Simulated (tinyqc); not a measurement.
X-ray photoelectron analysis of a thin oxide on a semiconductor: attenuation lengths, thickness, angle series and band offsets: one step, computed by the program tinyqc. Command: `OMP_NUM_THREADS=1 python tinyqc.py 3112522 3112523 out.jsonl xps walk`. One thread of a shared host (Intel(R) Xeon(R) Processor @ 2.30GHz), about 0.01 s of CPU time with the checks.

The same element is seen in the oxide and in the substrate, at nearly the same kinetic energy; films are flat and uniform, and the work function is ignored.

Question. Band offsets by core levels. Valence band offset = (E_core - E_v)(substrate) - (E_core - E_v)(oxide) + (core level separation at the interface, oxide less substrate). The separation is made here from the given offset; a uniform field F that raises the binding energy towards the surface shifts the oxide peak by e F <z>, <z> = d/(1 - exp(-x)) - d/x, x = d/(L_o cos theta), being the mean distance from the interface. Conduction band offset = oxide gap - substrate gap - valence band offset.

Inputs (values chosen for the exercise, modelled on SiO2 on 4H-SiC):

| quantity | value | unit |
|---|---|---|
| oxide gap | 9 | eV |
| substrate gap | 3.26 | eV |
| oxide thickness d | 2.9 | nm |
| valence band offset used to make the data | 2.92 | eV |
| core level less valence band top, substrate | 98.94 | eV |
| core level less valence band top, thick oxide | 98.65 | eV |
| field in the oxide | 0.46 | MV/cm |

d/(L_o cos theta) = 0.9031110

Give: separation without field; <z>; separation with field; apparent valence band offset; true conduction band offset; apparent conduction band offset.

Answer.

separation without field = 2.63 eV

<z> = 1.665 nm

separation with field = 2.707 eV

apparent valence band offset = 2.997 eV

true conduction band offset = 2.82 eV

apparent conduction band offset = 2.743 eV

The field biases both offsets by 0.077 eV, in opposite directions.
